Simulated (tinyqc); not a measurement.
LCCD on RHF in the 6-31g basis, for He, spin multiplicity 1, step by step. Computed by tinyqc, a small Python program that keeps every step (integrals from PySCF). Settings: charge = 0, multiplicity = 1, basis = 6-31g, method = RHF, energy threshold = 1e-10, iteration cap = 59, orthogonalisation = symmetric, start = atomic densities, DIIS depth = 6, amplitude equations = LCCD, DIIS depth for amplitudes = 4, cap on updates = 55. Command: `OMP_NUM_THREADS=1 python tinyqc.py 29733 29734 out.jsonl` (the two numbers bound the seeds that draw the settings). One thread of a shared host (Intel(R) Xeon(R) Processor @ 2.60GHz), about 0.04 s of CPU time with the checks. The early iterations of the SCF are left out here.

## One-electron integrals

Geometry (angstrom):
```
atom         x         y         z
He    0.000000  0.000000  0.000000
```

Basis 6-31g: exponents (1/bohr^2) and contraction coefficients of normalised primitives:
```
element  l (shell)   exponent  coefficient
He           s (1)  38.421634     0.040140
He           s (1)   5.778030     0.261246
He           s (1)   1.241774     0.793185
He           s (2)   0.297964     1.000000
```

Overlap, kinetic and nuclear-attraction integrals over the contracted functions; the nuclear repulsion is the sum of Za Zb / Rab.

nuclear repulsion = 0 hartree

overlap S:
```
          1He 1s    1He 2s
1He 1s  1.000000  0.634148
1He 2s  0.634148  1.000000
```

kinetic energy T (hartree):
```
          1He 1s    1He 2s
1He 1s  2.925655  0.467227
1He 2s  0.467227  0.446946
```

nuclear attraction V (hartree):
```
           1He 1s     1He 2s
1He 1s  -4.805281  -2.013636
1He 2s  -2.013636  -1.742136
```

core Hamiltonian H = T + V (hartree):
```
           1He 1s     1He 2s
1He 1s  -1.879626  -1.546409
1He 2s  -1.546409  -1.295190
```

## Two-electron integrals

Functions are numbered as in S; the eight-fold symmetry (ij|kl) = (ji|kl) = (kl|ij) leaves the list below.

Two-electron integrals (ij|kl) in chemists' order, unique and non-zero (hartree):
```
(11|11) 1.543936   (21|11) 0.785447   (21|21) 0.427025   (22|11) 0.803952
(22|21) 0.476190   (22|22) 0.615938
```

## Orthogonalisation

S = U s U^T; symmetric (Loewdin) form X = U s^(-1/2) U^T, so that X^T S X = 1.

eigenvalues of S: 0.365852  1.634148

X:
```
           1He 1s     1He 2s
1He 1s   1.217774  -0.435508
1He 2s  -0.435508   1.217774
```

## Iteration 4 (converged): orbitals

converged F (hartree):
```
           1He 1s     1He 2s
1He 1s  -0.549218  -1.000372
1He 2s  -1.000372  -0.429150
```

Diagonalise F' = X^T F X, C = X C', fill 1 alpha and 1 beta electrons from the bottom; D = 2 C_occ C_occ^T. Each column has its largest component positive (the first on a tie).

F' = X^T F X (hartree):
```
           1          2
1   0.165224  -1.154385
2  -1.154385   0.320508
```

orbital energies (hartree): MO1 -0.914127, MO2 1.399859

coefficients C:
```
             MO1        MO2
1He 1s  0.592081  -1.149818
1He 2s  0.513586   1.186959
```

D after iteration 4:
```
          1He 1s    1He 2s
1He 1s  0.701120  0.608169
1He 2s  0.608169  0.527541
```

## Convergence

Stop when the energy changes by less than 1e-10 hartree and every element of the error matrix X^T (F D S - S D F) X is below 3e-06.

Course of the cycle:
```
iteration  E (hartree)     change  largest element of the error matrix
1          -2.85513792          -                             9.81e-03
2          -2.85516030  -2.24e-05                             7.42e-04
3          -2.85516043  -1.29e-07                             5.57e-08
4          -2.85516043  -8.88e-16                             2.56e-08
```

PySCF RHF in the same basis = -2.85516043 hartree

Converged in 4 iterations.

## Integrals over molecular orbitals

(pq|rs) = sum C_ip C_jq C_kr C_ls (ij|kl), one index at a time.

one-electron integrals over orbitals h = C^T H C (hartree):
```
           1          2
1  -1.941034   0.316490
2   0.316490  -0.088737
```

Two-electron integrals over orbitals (pq|rs), unique and non-zero (hartree):
```
(11|11) 1.026907    (21|11) -0.316490   (21|21) 0.227670    (22|11) 0.858133
(22|21) -0.255554   (22|22) 0.766363
```

## LCCD: starting amplitudes

t_ij^ab = <ij||ab> / (e_i + e_j - e_a - e_b), whose energy is MP2.

Starting amplitudes (spin orbitals 1a, 1b, ...; amplitudes related by a flip of all spins are not repeated):
```
from      to          t
1a 1b  2a 2b  -0.049194
```

correlation energy = -0.01120012 hartree

## LCCD: amplitude update 1

t_ij^ab D_ij^ab are set to the remaining terms of the spin-orbital equations, evaluated with the old amplitudes; for the doubles these are <ij||ab> + 1/2 <ab||ef> t_ij^ef + 1/2 <mn||ij> t_mn^ab + P(ij)P(ab) <mb||ej> t_im^ae, D the orbital-energy denominators (linear CCD).

Amplitudes after update 1 (spin orbitals 1a, 1b, ...; amplitudes related by a flip of all spins are not repeated):
```
from      to          t
1a 1b  2a 2b  -0.061779
```

correlation energy = -0.01406533 hartree

## LCCD: amplitude update 2

As before.

Amplitudes after update 2 (spin orbitals 1a, 1b, ...; amplitudes related by a flip of all spins are not repeated):
```
from      to          t
1a 1b  2a 2b  -0.064999
```

correlation energy = -0.01479830 hartree

## LCCD: convergence

E_corr = 1/4 sum <ij||ab> t_ij^ab; stop when the norm of the change is below 1e-8.

Course of the amplitude iterations:
```
update  correlation energy (hartree)  norm of the change
0                        -0.01120012                   -
1                        -0.01406533            2.52e-02
2                        -0.01479830            6.44e-03
3                        -0.01505026            1.65e-03
4                        -0.01505026            2.78e-17
```

Converged amplitudes (spin orbitals 1a, 1b, ...; amplitudes related by a flip of all spins are not repeated):
```
from      to          t
1a 1b  2a 2b  -0.066105
```

LCCD total energy = -2.87021069 hartree

Converged in 4 updates, with DIIS from the third.
